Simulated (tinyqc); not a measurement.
Two-diode model of a solar cell: one step of the calculation.

J is the current delivered and Vj = V + J Rs the junction voltage. J = X JL - J01 (exp(Vj/(n1 Vt)) - 1) - J02 (exp(Vj/(2 Vt)) - 1) - Vj/Rp. The photocurrent does not depend on voltage.

Problem. New Vj. Open circuit: J(Vj) = 0. G = -dJ/dVj = J01 exp(Vj/(n1 Vt))/(n1 Vt) + J02 exp(Vj/(2 Vt))/(2 Vt) + 1/Rp. Vj(new) = Vj + J/G.

Values chosen for this exercise; values of the order met in cells of silicon:
```
symbol    value      unit                                              meaning
T           348         K                                          temperature
JL         39.5   mA/cm^2                              photocurrent at one sun
X           0.3      suns                                        concentration
J01     1.2e-10    A/cm^2                saturation current of the first diode
n1            1                             ideality factor of the first diode
Rp          400  ohm cm^2                                     shunt resistance
J02      5.4e-7    A/cm^2  saturation current of the second diode (ideality 2)
```

Constants: q = 1.602176634e-19 C, kB = 1.380649e-23 J/K, Vt = kB T/q. Results are converted to the units shown.

Vj at the start = 0.55202805 V

Give: J; G; Vj after iteration 1.

Solution.

J = -6.746 mA/cm^2
G = 0.4871 S/cm^2
Vj after iteration 1 = 0.5382 V

Program tinyqc, `OMP_NUM_THREADS=1 python tinyqc.py 2280009 2280010 out.jsonl`; Intel Xeon 2.30GHz, shared host, one thread, about 0.01 s.
